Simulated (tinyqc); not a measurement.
Inside a calculation. Model: stress in a transistor channel from embedded alloy regions, liners and fins, by half-space elasticity. Computed by tinyqc, a small Python program that keeps every step. Command: `OMP_NUM_THREADS=1 python tinyqc.py 3001549 3001550 out.jsonl stressor walk`. One thread of a shared host (Intel(R) Xeon(R) Processor @ 2.30GHz), about 0.01 s of CPU time with the checks. Intermediate numbers are printed to about 6 digits and carried at full precision; extremes and crossings named in words are read from the listed rows.

Plane strain in an isotropic half-space, the same constants everywhere; x along the channel from its centre, y downwards from the free surface; stress is positive in tension.

Inputs (values chosen for the exercise, modelled on silicon):
```
quantity                                   value      unit
alloy fraction x                            0.47         -
lattice change per unit x, beta           0.0424         -
Young's modulus E                            159       GPa
Poisson ratio nu                            0.26         -
channel length L                              98        nm
length of each stressor S                     25        nm
recess depth d                                55        nm
depth of the field point y                     4        nm
liner stress                                -1.3       GPa
liner thickness t                             75        nm
length of a cut fin or stripe                400        nm
height of the strained layer h                38        nm
longitudinal piezoresistance coefficient    72.5  1e-11/Pa
vertical piezoresistance coefficient       -0.97  1e-11/Pa
```

Stressor: Si(1-x)Ge(x) source and drain.

## Misfit and the pressure on the side walls

Misfit e = beta x. A fully constrained inclusion holds the stress -p with p = E e/(1 - 2 nu); a blanket film would hold -E e/(1 - nu) in the plane.

misfit e = 0.019928

p = 6.60115 GPa

stress of a blanket film = -4.28183 GPa

Caution: at such misfit the regions may relax by dislocations, and linear elasticity is rough.

## Stress at the centre of the channel

A line element dA of misfit at (a, c) in the half-space gives, with C = E e/(2 pi (1 - nu)), X = x - a, r1^2 = X^2 + (y - c)^2, r2^2 = X^2 + Y^2, Y = y + c: s_xx = -C dA {[X^2 - (y - c)^2]/r1^4 + 3 [X^2 - Y^2]/r2^4 + 4 y Y (Y^2 - 3 X^2)/r2^6}, s_yy = C dA {[X^2 - (y - c)^2]/r1^4 - [X^2 - Y^2]/r2^4 + 4 y Y (Y^2 - 3 X^2)/r2^6}. These are integrated over two rectangles, L/2 < |a| < L/2 + S, 0 < c < d (closed form in a, 200 Gauss-Legendre points in c).

s_xx = -963.782 MPa

s_yy = -2.20054 MPa

s_xx over the blanket-film stress = 0.225087

The channel is compressed along its length; s_yy is 0.0023 of s_xx in size and vanishes at the surface.

## Closed form at the surface

At x = y = 0 the integral is s_xx = -(4/pi) [E e/(1 - nu)] [arctan(2 d/L) - arctan(d/(L/2 + S))].

s_xx at the surface = -1111.42 MPa

For fixed L and S it is largest at d = sqrt((L/2)(L/2 + S)) = 60.2 nm; d is short of that.

## A stressed liner, as two edge forces

The liner over source and drain ends at the gate, x = -/+ L/2, and pulls there with the force per width F = (liner stress) t along the surface. A tangential line force gives s_xx = (2 F/pi) X^3/(X^2 + y^2)^2 at the distance X; two of them add at the centre, X = L/2. For L > 3.5 y the concentrated force is an upper bound.

edge force F = -97.5 N/m

s_xx from the liner = -2500.06 MPa

Caution: the real force is spread over several liner thicknesses, so for a channel this short the concentrated force clearly overstates the stress.

## Mobility change, linear estimate

d mu/mu = -(pi_L s_xx + pi_z s_yy) for the embedded regions alone; the stress across the width is left out.

mobility change = 69.8720 %

The vertical stress supplies -0.0021 of these points. Caution: beyond a few hundred MPa bulk piezoresistance coefficients no longer describe an inversion layer well.

## Relaxation at the ends of a cut stripe

Shear-lag estimate for a stripe of length l and height h on a like substrate: the stress along it is s(x)/s_film = 1 - cosh(x/lam)/cosh(l/(2 lam)), lam = (pi/2) g h with g = 1.258; mean = 1 - (2 lam/l) tanh(l/(2 lam)).

transfer length lam = 75.0903 nm

share kept at the centre = 0.861261

share kept on average = 0.628179

The ends reach the centre.

## Along the channel and with depth

The formulas are those given above.

Stress (MPa):
```
2x/L  s_xx at y  s_yy at y  s_xx at d/2  s_xx at 1.5 d
0.0    -963.782    -2.2005     -259.972        132.389
0.2    -966.213    -1.7710     -254.491        135.071
0.4    -962.451    -0.0018     -249.113        146.839
0.6    -902.943     6.1689     -287.663        178.187
0.8    -581.204    51.4725     -457.569        239.991
```

Near the surface s_xx changes by -40 % from the centre to 2x/L = 0.8. At the centre, s_xx at half the recess depth is 0.27 of its value at y, and below the recess -0.14. An element acts with the sign of X^2 - (y - c)^2, so its direct term reverses where the offset in depth exceeds the lateral distance, and the image terms that amplify the stress near the surface fade with depth.

## Shrinking the pitch

L and S are scaled together at fixed d, then S alone, then L alone.

S_xx at the centre (MPa):
```
scale  L and S scaled   S alone   L alone
0.35         -315.820   -377.27  -1127.81
0.50         -618.448   -525.46  -1223.15
0.70         -844.890   -710.75  -1158.88
1.00         -963.782   -963.78   -963.78
1.40         -940.415  -1259.26   -719.50
2.00         -809.548  -1627.25   -469.83
3.00         -613.825  -2090.69   -257.39
```

Halving S alone keeps 0.55 of the stress, halving L alone gives 1.27, and halving both 0.64: a shorter channel brings the walls closer, a shorter stressor brings its far wall, which pulls the other way, closer too. Neighbouring devices are left out.

Checks made by the program: surface stress against its closed form; zero normal stress at the surface (relative difference below 1e-10).
